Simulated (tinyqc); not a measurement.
Interface roughness in a thin film (subband fluctuation and scattering), step by step. Values are carried at full precision from step to step, so a last printed digit may differ when a step is redone from the rounded ones.

Square well of width t, barriers V0, c = hbar^2/2m0: E1 solves k t + 2 atan[(k/mz)/(kappa/mb)] = pi, k = sqrt(mz E/c), kappa = sqrt(mb (V0 - E)/c). One interface is rough, so the subband edge fluctuates by G dt with G = |dE1/dt| (central difference of 0.01 angstrom; 2 E1/t for hard walls).

Constants: hbar^2/2m0 = 3.80998211 eV angstrom^2; e^2/(4 pi eps0) = 14.39964547 eV angstrom; hbar = 6.58211957e-16 eV s.

Inputs chosen for the exercise (near those of a thin InGaAs channel; shifted at random, so the results belong to these values and not to a real crystal): t = 40 angstrom (film thickness); mz = 0.045 m0 (confinement mass); V0 = 1.99 eV (barrier); mb = 0.26 m0 (barrier mass); D = 3.5 angstrom (rms height of the roughness); md = 0.045 m0 (mass in the plane); gv = 1 (valleys); Lc = 30 angstrom (correlation length); Ns = 2.1 x 1e12/cm^2 (sheet density); eps = 11.4 (mean dielectric constant at the channel); Lg = 200 angstrom (gate length); Wg = 1000 angstrom (gate width).

## Sensitivity of the level to thickness

Give E1, G, the hard-wall values and the rms fluctuation G D.

E1 = 180.00 meV
G = |dE1/dt| = 5.7182 meV/angstrom

hard walls: E1 (meV) and G (meV/angstrom): 522.264  26.113

G D = 20.01 meV

Hard walls overstate G by a factor 4.57, and the scattering rate, which goes as G^2, by 20.85.

## The angular integrand

Gaussian roughness spectrum S(q) = pi D^2 Lc^2 exp(-q^2 Lc^2/4). Degenerate gas, taken to fill one subband (the second starts to fill once c kF^2/md exceeds E2 - E1, which is not tested here): kF = sqrt(2 pi Ns/gv), q = 2 kF sin(theta/2), 1/tau = (md/(2 pi c hbar)) G^2 times the integral from 0 to pi of S(q)(1 - cos theta)/eps(q)^2 dtheta, eps(q) = 1 + qs/q with screening (qs = gv md q0/(c eps), q0 = e^2/(4 pi eps0), form factors left out, which overstates the screening; other scattering is left out too, so these values lie far above measured mobilities in all but the thinnest films) or 1 without; mobility = tau c2/md with c2 = e/m0 = 1.75882e15 cm^2/(V s^2); 1e12/cm^2 = 1e-4/angstrom^2.

kF, qs, and exp(-q^2 Lc^2/4)(1 - cos theta) without and with the factor 1/eps^2 at theta = 30, 60, ..., 180 degrees.

kF = 0.03632 1/angstrom
qs = 0.0149 1/angstrom

Integrand:
```
theta  q (1/angstrom)   bare  eps(q)  screened
30             0.0188  0.124    1.79    0.0385
60             0.0363  0.372    1.41     0.187
90             0.0514  0.552    1.29     0.332
120            0.0629  0.616    1.24     0.402
150            0.0702  0.616    1.21     0.419
180            0.0726  0.610    1.21     0.420
```

kF Lc = 1.09: the spectrum cuts off large angles, and the bare integrand is largest at 150 degrees among these rows.

## Scattering time and mobility

Integrate over theta.

Results:
```
case      integral  tau (fs)  mobility (cm^2/(V s))
bare         1.353     228.5                   8930
screened    0.8312     372.0              1.454e+04
```

Screening raises the mobility by a factor 1.6. With it kF l = 126, so by this rate the carriers are far from localisation. Phonons, and the gate field that presses carriers to the wall, limit real channels far below this value.

## Threshold variation

Averaged over an area A = Lg Wg much larger than Lc^2, the thickness varies by D sqrt(pi Lc^2/A), so sigma(Vt) = G D Lc sqrt(pi/A)/e; the Pelgrom coefficient is sigma sqrt(A) (1 micrometre = 1e4 angstrom).

rms of the mean thickness = 0.416 angstrom
sigma(Vt) = 2.380 mV
coefficient = 0.106 mV micrometre

The electrostatic effect of the thickness is left out.

## Checks

- G from the envelope at the wall, psi(t/2)^2 (E1 + c mz (kappa/mb)^2), against the difference quotient, meV/angstrom: both 5.718.
- Bare integral for Lc -> 0 against pi: both 3.1416.

Computed by tinyqc, a small Python program: `OMP_NUM_THREADS=1 python tinyqc.py 1250790 1250791 out.jsonl` (the numbers bound the seed that draws the inputs); one thread of a shared host (Intel(R) Xeon(R) Processor @ 2.30GHz), about 0.01 s for the whole set of steps.
